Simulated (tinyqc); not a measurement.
Worked calculation: tight binding, dimerised chain. Computed by tinyqc, a small Python program that keeps every step. Settings: t1 = 1.28, t2 = 0.56, delta = 0.08, points = 12, cells = 3. Command: `OMP_NUM_THREADS=1 python tinyqc.py 28719 28720 out.jsonl` (the two numbers bound the seeds that draw the settings). One thread of a shared host (Intel(R) Xeon(R) Processor @ 2.60GHz), about 0.01 s of CPU time with the checks.

## Bloch Hamiltonian at k

Parameters chosen for this model:
```
parameter     value                      unit
t1         1.280000       eV, inside the cell
t2         0.560000         eV, between cells
delta      0.080000  eV, +/- on the two sites
```

k point k (2 pi / a): 0.200000

H_AA = +delta, H_BB = -delta, H_AB = -t1 - t2 exp(-i k a).

H(k) at k (eV):
```
                     A                    B
A             0.080000  -1.453050+0.532592i
B  -1.453050-0.532592i            -0.080000
```

## Levels at k

Diagonalise the Hermitian matrix.

eigenvalues (eV): -1.549647  1.549647

weights |c|^2 of the basis functions:
```
     band 1    band 2
A  0.474188  0.525812
B  0.525812  0.474188
```

## Bloch Hamiltonian at X

k point X (2 pi / a): 0.500000

As before.

H(k) at X (eV):
```
           A          B
A   0.080000  -0.720000
B  -0.720000  -0.080000
```

## Levels at X

As before.

eigenvalues (eV): -0.724431  0.724431

weights |c|^2 of the basis functions:
```
     band 1    band 2
A  0.444784  0.555216
B  0.555216  0.444784
```

## Bands along a path

The same steps at evenly spaced points between the labelled ones.

Bands along the path (eV):
```
k            band 1    band 2
G         -1.841738  1.841738
G-X 0.33  -1.635604  1.635604
G-X 0.67  -1.114271  1.114271
X         -0.724431  0.724431
```

With 1 band(s) filled, the highest filled level on these points lies at X and the lowest empty one at X: a gap of 1.4489 eV, direct.

## Berry (Zak) phase of the lower band

On 12 points k_j = j/N: phase = -Im ln of the product of <u_j|u_(j+1)>, closed with u_N = u_0 (the cell-periodic part is taken without the site positions). Single arguments depend on the phases chosen for the u_j; only their sum modulo 2 pi does not.

Overlaps:
```
j   |<u_j|u_j+1>|  argument (rad)
0        0.996913       -0.075191
1        0.997410       -0.068660
2        0.998456       -0.052554
3        0.999782       -0.018310
4        0.998353        0.051765
5        0.985820        0.151798
6        0.985820        0.151798
7        0.998353        0.051765
8        0.999782       -0.018310
9        0.998456       -0.052554
10       0.997410       -0.068660
11       0.996913       -0.075191
```

phase / pi, folded into (-1, 1] = 0.007100

## Open chain of 3 cells

H of the open chain (eV), lower triangle:
```
           1          2          3          4          5          6
1   0.080000
2  -1.280000  -0.080000
3   0.000000  -0.560000   0.080000
4   0.000000   0.000000  -1.280000  -0.080000
5   0.000000   0.000000   0.000000  -0.560000   0.080000
6   0.000000   0.000000   0.000000   0.000000  -1.280000  -0.080000
```

The same hoppings without the wrap-around bond.

levels (eV): -1.705010  -1.343600  -0.921563  0.921563  1.343600  1.705010

weights of the highest filled level on the sites: 0.166267  0.101799  0.204792  0.243728  0.085536  0.197878

The bulk gap runs from -0.7244 to 0.7244 eV; no level of this chain lies inside it.
